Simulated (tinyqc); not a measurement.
Film thickness from the threshold shift.

Question. Undoped body with a flat potential across it, hard walls, transport along x. One isotropic valley (g = 1, mx = my = mz = me). Non-parabolicity enters the subband edges through E (1 + al E) = gamma, so E = 2 gamma/(1 + sqrt(1 + 4 al gamma)); motion within a subband is taken as parabolic with the band-edge mass. Energies are counted from the bulk band edge. gamma = C (pi k/(t + dl))^2/mz, C = hbar^2/(2 m0). Each subband has N_k = g sqrt(mx my) m0 kB T/(pi hbar^2); without degeneracy n = exp(EF/Vt) sum N_k exp(-E_k/Vt). Classical value Nc times t, Nc = sum over valleys of 2 g (m m0 kB T/(2 pi hbar^2))^1.5 with m = (mx my mz)^(1/3). Threshold shift dVT = Vt ln(classical value/sum N_k exp(-E_k/Vt)). Find t and the lowest subband edge.

Parameters, values chosen for the exercise; masses close to those of InAs: temperature T = 200 K; mass at the band edge me = 0.0228 m0; non-parabolicity al = 2.6 1/eV; widening of the box by penetration into the insulator dl = 0.3 nm.

Constants: q = 1.602176634e-19 C, kB = 1.380649e-23 J/K, hbar = 1.054571817e-34 J s, m0 = 9.1093837015e-31 kg, Vt = kB T/q, hbar^2/(2 m0) = 0.0380998212 eV nm^2. Results are converted to the units shown.

dVT = 90.775924 mV

Solution. dVT is evaluated for trial values of t with all subbands; between 1.5 and 25 nm one value matches.

t = 10.40 nm
E_1 = 111.6 meV

tinyqc, about 0.02 s, one thread, Intel Xeon 2.30GHz (shared host): `OMP_NUM_THREADS=1 python tinyqc.py 2350004 2350005 out.jsonl`
